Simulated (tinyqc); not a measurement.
Empirical pseudopotential in a few plane waves, step by step. One step of it, computed by the program tinyqc.

Task: Levels at k. Diagonalise the Hermitian matrix.

H(k) at k (eV), lower triangle:
```
           +0+0+0     -1-1-1     -1-1+1     -1+1-1     -1+1+1     +1-1-1     +1-1+1     +1+1-1
+0+0+0   3.123444
-1-1-1   1.876032  21.687890
-1-1+1  -1.876032   0.000000  13.018200
-1+1-1  -1.876032   0.000000   0.027211  12.641257
-1+1+1  -1.876032  -0.027211   0.000000   0.000000   3.971566
+1-1-1  -1.876032   0.000000   0.027211   0.027211   0.000000  30.546052
+1-1+1  -1.876032  -0.027211   0.000000   0.000000   0.027211   0.000000  21.876362
+1+1-1  -1.876032  -0.027211   0.000000   0.000000   0.027211   0.000000   0.027211  21.499419
+1+1+1   1.876032   0.000000  -0.027211  -0.027211   0.000000  -0.027211   0.000000   0.000000
-2+0+0   0.000000  -1.876032  -1.876032  -1.876032   1.876032   0.423310  -0.423310  -0.423310
+0-2+0   0.000000  -1.876032  -1.876032   0.423310  -0.423310  -1.876032   1.876032  -0.423310
+0+0-2   0.000000  -1.876032   0.423310  -1.876032  -0.423310  -1.876032  -0.423310   1.876032
+0+0+2   0.000000  -0.423310   1.876032  -0.423310  -1.876032  -0.423310  -1.876032   0.423310
+0+2+0   0.000000  -0.423310  -0.423310   1.876032  -1.876032  -0.423310   0.423310  -1.876032
+2+0+0   0.000000  -0.423310  -0.423310  -0.423310   0.423310   1.876032  -1.876032  -1.876032

           +1+1+1     -2+0+0     +0-2+0     +0+0-2     +0+0+2     +0+2+0     +2+0+0
+1+1+1  12.829728
-2+0+0  -0.423310  13.112436
+0-2+0  -0.423310   0.027211  31.017231
+0+0-2  -0.423310   0.027211   0.027211  30.640288
+0+0+2  -1.876032  -0.027211  -0.027211   0.000000  13.300907
+0+2+0  -1.876032  -0.027211   0.000000  -0.027211   0.027211  12.923964
+2+0+0  -1.876032   0.000000  -0.027211  -0.027211   0.027211   0.027211  30.828759
```

Give: eigenvalues.

Result:

eigenvalues (eV): 0.5079  3.6108  10.2030  10.2245  11.0869  14.7738  14.7836  17.0147  21.1062  21.6145  21.8049  28.4696  31.5534  31.7464  34.5173
